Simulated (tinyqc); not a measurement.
Ferroelectric with a first-order transition, Landau-Devonshire energy: polarisation and permittivity against temperature.

One domain with free energy u = al P^2 + be P^4 + ga P^6 - E P, al = a0 (T - T0), be < 0 < ga (P in uC/cm^2, E in kV/cm, u in mJ/cm^3). Equilibrium: E = 2 al P + 4 be P^3 + 6 ga P^5; a state is stable against small changes where dE/dP > 0. The coercive field is that of uniform switching, which real films, switching by domains, do not reach.

Ps^2 = [-be + sqrt(be^2 - 3 al ga)]/(3 ga); Pc^2 = [-3 be + sqrt(9 be^2 - 15 al ga)]/(15 ga), Ec = -E(Pc); susceptibility chi = 1/(eps0 dE/dP). TC = T0 + be^2/(4 a0 ga), where u(Ps) = u(0); T1 = T0 + be^2/(3 a0 ga), where the polar minimum disappears. For the non-polar state chi0 = 1/(2 eps0 al).

Parameters, values chosen for the exercise:
```
symbol,value,unit,meaning
a0,0.014,kV cm/(uC K),slope of the quadratic coefficient
T0,381,K,Curie-Weiss temperature
be,-0.00021,kV cm^5/uC^3,quartic coefficient
ga,8.4e-8,kV cm^9/uC^5,sixth-order coefficient
```

Constants: eps0 = 8.8541878128e-14 F/cm where lengths are in cm. Results are converted to the units shown.

Results:
```
T (K),Ps (uC/cm^2),u(Ps) (mJ/cm^3),Ec (kV/cm),chi at Ps,chi0
181,65.340,-9245.1,235.64,381.91,unstable
261,59.552,-4852.5,137.49,582.23,unstable
321,53.294,-2155.2,70.004,982.81,unstable
356,47.715,-894.07,34.044,1704.8,unstable
383.5,39.733,-137.62,8.4274,4761.0,1.613e5
387.2,37.748,-59.675,5.2362,6645.5,65060
389.8,35.871,-10.212,3.0424,9603.1,45840
392.2,33.198,30.184,1.0574,18915,36010
393.2,31.023,44.750,0.24285,45089,33060
```

Estimate the missing row, T = 373 K.

Computed row:
```
T (K),Ps (uC/cm^2),u(Ps) (mJ/cm^3),Ec (kV/cm),chi at Ps,chi0
373,43.595,-394.74,17.856,2762.2,unstable
```

With this row back in the table: Ps falls from 65.3 to 31.0 uC/cm^2 without reaching zero, Ec falls from 236 to 0.243 kV/cm and chi rises from 382 to 45100. u(Ps) turns positive at TC = 390.4 K: the 2 row(s) above it are metastable, up to T1 = 393.5 K. Between T0 = 381 K and TC the non-polar state is the metastable one.

Numbers from tinyqc (`OMP_NUM_THREADS=1 python tinyqc.py 2860004 2860005 out.jsonl`; about 0.01 s on one thread of a shared Intel Xeon 2.30GHz).
